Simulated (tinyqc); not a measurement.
Exchange-split free-electron bands and tunnelling magnetoresistance, step by step. Values are carried at full precision from step to step, so a last printed digit may differ when a step is redone from the rounded ones.

Majority and minority bands E = c k^2/m -/+ Dx/2, c = hbar^2/2m0, so k_up = sqrt(m (EF + Dx/2)/c), k_dn = sqrt(m (EF - Dx/2)/c); n_s = k_s^3/(6 pi^2), D_s = m k_s/(4 pi^2 c).

Constants: hbar^2/2m0 = 3.80998211 eV angstrom^2.

Parameters, chosen for this exercise:
```
symbol  value  unit      meaning
EF      4.05   eV        Fermi energy above the mean band bottom
Dx      6.95   eV        exchange splitting
m       0.95   m0        mass in the electrodes
mb      0.42   m0        mass in the barrier
phi     2.28   eV        barrier height above EF
d       15.9   angstrom  barrier thickness
```

## The two Fermi spheres

Give k_s, n_s, D_s, the moment per electron (n_up - n_dn)/n and three polarisations: of D, of D v and of D v^2 (v proportional to k).

k_up, k_dn (1/angstrom): 1.3698  0.3786

n_up, n_dn (1/angstrom^3): 0.04340  0.00092

D_up, D_dn (1/(eV angstrom^3)): 0.00865  0.00239

moment per electron = 0.9586 muB

polarisations: D 0.5669, D v 0.8580, D v^2 0.9586

The three numbers differ although they describe one band structure: each probe (density of states, ballistic current, diffusive current) weights the velocity differently.

## Transmissions

Barrier: kappa = sqrt(mb phi/c), c = hbar^2/2m0. With a = k1/m, b = k2/m, w = kappa/mb, the transmission at normal incidence is T(k1, k2) = 4 a b w^2/[w^2 (a + b)^2 + (w^2 + a^2)(w^2 + b^2) sinh^2(kappa d)]. Parallel: G_P = T(up, up) + T(dn, dn); antiparallel: G_AP = 2 T(up, dn); TMR = (G_P - G_AP)/G_AP. Julliere: TMR = 2 P^2/(1 - P^2). Slonczewski factor: P_eff = P_k (w^2 - a_up a_dn)/(w^2 + a_up a_dn), P_k = (k_up - k_dn)/(k_up + k_dn).

Evaluate kappa and the three T.

kappa = 0.5013 1/angstrom
kappa d = 7.971

T: up-up 4.601e-07, dn-dn 1.721e-07, up-dn 2.814e-07

The majority channel transmits more, by a factor 2.67; the common factor exp(-2 kappa d) is 1.19e-07.

## Magnetoresistance

From the T, and from the Julliere formula with P_k and with P_eff.

TMR from T = 12.33 %
P_k = 0.5669
P_eff = 0.2410
Julliere with P_k = 94.70 %
Julliere with P_eff = 12.33 %

The interface factor is +0.425. The plain Julliere value lies 82.4 points above the result and the one with P_eff 0.00 points from it. Symmetry filtering in crystalline barriers, which gives far larger values, is outside this model.

## Checks

- TMR of a thick barrier against the Julliere formula with P_eff: both 0.1233.

tinyqc: `OMP_NUM_THREADS=1 python tinyqc.py 1650037 1650038 out.jsonl`; about 0.01 s, one thread, shared Intel(R) Xeon(R) Processor @ 2.30GHz.
